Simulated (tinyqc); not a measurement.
Thin-film transistor with exponential tail and deep states, accumulation layer: one step of the calculation.

An undoped film in accumulation, thicker than the space-charge layer. With band bending psi the Fermi level lies E0 - psi below the band edge. Free electrons n = n0 exp(psi/Vt) carry the current; electrons in two exponential distributions of traps, a = a0 exp(psi/Va) and d = d0 exp(psi/Vp), do not. Linear regime, ohmic contacts, traps in equilibrium.

Question. Surface potential by Newton steps. Va = kB Tt/q, Vp = kB Td/q. G(psi) = sum over the three kinds of c0 [V (exp(psi/V) - 1) - psi], field F = sqrt(2 q G/(eps0 eps_r)); Vg = psi + eps0 eps_r F/Ci at the surface. f = psi + eps0 eps_r F/Ci - Vg, f' = 1 + q rho/(Ci F) with rho = sum c0 (exp(psi/V) - 1); psi(new) = psi - f/f'.

Inputs (values chosen for the exercise); values close to those of amorphous indium gallium zinc oxide:
```
symbol  value     unit                                        meaning
T         290        K                                    temperature
eps_r      10              relative permittivity of the semiconductor
Tt        410        K         characteristic temperature of the tail
Td       1990        K  characteristic temperature of the deep states
Ci         17  nF/cm^2                               gate capacitance
Vg        9.1        V                   gate voltage above flat band
```

Constants: q = 1.602176634e-19 C, kB = 1.380649e-23 J/K, Vt = kB T/q, eps0 = 8.8541878128e-14 F/cm where lengths are in cm. Results are converted to the units shown.

psi after iteration 1 = 1.2374965 V
n0 = 5.9187721e6 cm^-3
a0 = 3.7795741e10 cm^-3
d0 = 1.2042906e15 cm^-3

Wanted: F; f; f'; psi after iteration 2.

Answer.

F = 1.313e7 kV/cm
f = 6.838e5 V
f' = 1.366e7
psi after iteration 2 = 1.187 V

The value that enters this step is an overshoot, farther from the solution than the start was, so its intermediate quantities are not physical.

tinyqc, about 0.02 s, one thread, Intel Xeon 2.30GHz (shared host): `OMP_NUM_THREADS=1 python tinyqc.py 2610132 2610133 out.jsonl`
